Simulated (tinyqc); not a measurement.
Stress along the channel: six-band hole subbands of a thin body in a field.

Basis X, Y, Z times spin, hole energies counted downwards from the unstrained edge (the hydrostatic shift is left out), c = hbar^2/2m0. For a symmetric tensor T let C(T) have C_XX = L Txx + M (Tyy + Tzz), C_XY = N Txy (cyclic), L = c (g1 + 4 g2), M = c (g1 - 2 g2), N = 6 c g3. k = q + kz n, n the unit normal, q = k1 u + k2 v with u along the channel [1-10] and v = n x u. H = C(k k^T) + (Dso/3)(1 - L.sigma) - B + e F z with (L_k)_ij = -i epsilon_kij; B is the block C built from the traceless strain with 2b, -b and sqrt(3) d in place of L, M, N. Strain: exx = eyy = (s11 + s12) sx/2, ezz = s12 sx, exy = -s44 sx/4. Hard walls at z = 0 and t; basis sin(j pi z/t), j = 1 to Nz: kz^2 = (j pi/t)^2, kz = -i D with D_jl = 4 j l/(t (j^2 - l^2)), z_jj = t/2 and z_jl = -8 t j l/(pi (j^2 - l^2))^2 for j + l odd; 1 MV/cm = 0.01 eV/angstrom.

Nz = 14. E1 is the top subband at q = 0, gap the distance to the next pair, and the masses are c q^2/(E(q) - E1) at |q| = 0.02 1/angstrom (mean of the spin pair) along the channel [1-10] and across it in the plane; a dash marks a band that does not rise.

Constants: hbar^2/2m0 = 3.80998211 eV angstrom^2.

Inputs chosen for the exercise (near those of a p-type Si channel; shifted at random, so the results belong to these values and not to a real crystal):
- g1 = 4.31 (Luttinger gamma1)
- g2 = 0.34 (gamma2)
- g3 = 1.44 (gamma3)
- Dso = 0.044 eV (spin-orbit splitting)
- b = -2.13 eV (tetragonal potential)
- d = -4.72 eV (trigonal potential)
- S = (7.68, -2.16, 12.85) 1/TPa (compliances s11, s12, s44)
- face = 001 (surface)
- t = 55 angstrom (body thickness)
- F = 0.5 MV/cm (field across the body)

Each row has its own sx.

Results:

| sx (GPa) | E1 (meV) | gap (meV) | m channel | m across |
|---|---|---|---|---|
| -3.0 | 67.8 | 156.1 | 0.144 | 2.643 |
| -2.0 | 103.7 | 104.3 | 0.152 | 2.384 |
| -1.0 | 138.5 | 53.9 | 0.168 | 1.765 |
| -0.5 | 154.4 | 30.7 | 0.195 | 1.142 |
| 0.0 | 165.6 | 15.3 | 0.405 | 0.405 |
| 0.5 | 163.9 | 21.3 | 1.677 | 0.210 |
| 1.0 | 156.9 | 28.9 | 2.645 | 0.209 |

Under 2 GPa of compression the channel mass goes from 0.405 to 0.152 m0, the mass across from 0.405 to 2.384; the gap to the next subband is 104, 15 and 29 meV at -2, 0 and +1 GPa. The lightest channel mass of the table, 0.144 m0, is at -3.0 GPa.

Run: tinyqc, `OMP_NUM_THREADS=1 python tinyqc.py 1280825 1280826 out.jsonl`; Intel(R) Xeon(R) Processor @ 2.30GHz, one thread, shared host; about 0.3 s of CPU time with all checks.
